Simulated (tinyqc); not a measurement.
Inside a calculation. Model: off-state leakage of single and stacked transistors.

Computed by the program tinyqc: `OMP_NUM_THREADS=1 python tinyqc.py 2242097 2242098 out.jsonl`, one thread of a shared Intel Xeon 2.30GHz, about 0.03 s for the whole run. Printed values are rounded.

n-channel devices of unit width. Subthreshold current I(Vg, Vs, Vd) = I0 (T/300 K)^0.5 exp[(Vg - Vs - VT(T) - gb (Vs - Vb) + dd (Vd - Vs))/(nf Vt)] (1 - exp(-(Vd - Vs)/Vt)), VT(T) = VT - cT (T - 300 K). Gate-edge tunnelling Ig (Vd/1 V) exp(ag (Vd - 1 V)), for a gate at 0 V, and band-to-band leakage Ab u exp(-Bb/u), u = Vd - Vb + 1 V, flow at a drain held at V; both are taken as independent of T. In a stack of off transistors (all gates at 0 V) the same subthreshold current passes through each.

Inputs (values chosen for the exercise); values of the order met in bulk silicon logic transistors:

| symbol | value | unit | meaning |
|---|---|---|---|
| T | 330 | K | temperature |
| V | 1.1 | V | supply voltage |
| VT | 0.27 | V | threshold at 300 K, zero drain and body bias |
| cT | 0.6 | mV/K | fall of the threshold with temperature |
| I0 | 0.83 | uA/um | current at threshold at 300 K |
| nf | 1.3 |  | slope factor |
| dd | 0.16 |  | drain-induced lowering per volt |
| gb | 0.15 |  | rise of the threshold per volt of source-body bias |
| Ig | 6e-5 | uA/um | gate-edge tunnelling current at 1 V |
| ag | 4.5 | 1/V | exponential slope of the gate current |
| Ab | 80 | uA/(um V) | prefactor of band-to-band leakage at the drain |
| Bb | 27 | V | its exponential voltage |
| Vb | -0.3 | V | body voltage |

Constants: q = 1.602176634e-19 C, kB = 1.380649e-23 J/K, Vt = kB T/q. Results are converted to the units shown.

## Leakage of one transistor

Vg = Vs = 0, Vd = V; effective threshold VT(T) - gb Vb - dd V.

effective threshold = 0.121 V
parts (nA/um): subthreshold 32.9836, gate edge 0.103509, band-to-band 2.49740
total = 35.5845 nA/um
shares (%): subthreshold 92.6909, gate edge 0.290881, band-to-band 7.01822

The subthreshold part is the largest.

## Starting value

Vx = dd V/(1 + gb + 2 dd), the solution for Vx well above Vt, rounded to three decimals.

Vx at the start = 0.12 V

## Iteration 1: new Vx

Stack of two, Vx the node between them: I_low = I(0, 0, Vx), I_up = I(0, Vx, V), f = ln(I_up/I_low), f' = -(1 + gb + 2 dd)/(nf Vt) - 1/(Vt (exp(Vx/Vt) - 1)) - 1/(Vt (exp((V - Vx)/Vt) - 1)), Vx(new) = Vx - f/f'.

I_low = 0.467543 nA/um
I_up = 0.469412 nA/um
f = 0.00399029
f' = -40.2884 1/V
Vx after iteration 1 = 0.120099 V

## Iteration 2: new Vx

As before.

I_low = 0.467768 nA/um
I_up = 0.467768 nA/um
f = 9.17368e-8
f' = -40.2866 1/V
Vx after iteration 2 = 0.120099 V

## Course of the iteration

Stop when the step is below 1e-11 V, or after 40 iterations.

Course of the iteration:
```
iteration  Vx before the step (V)   step (V)
1                            0.12    9.90e-5
2                        0.120099    2.28e-9
3                        0.120099  -2.78e-17
```

Converged in 3 iterations. The subthreshold current of the stack is 0.4678 nA/um, 70.5 times less than that of one transistor (the drain leakage is unchanged); the estimate exp[dd V (1 + gb + dd)/((1 + gb + 2 dd) nf Vt)] gives 69.6.
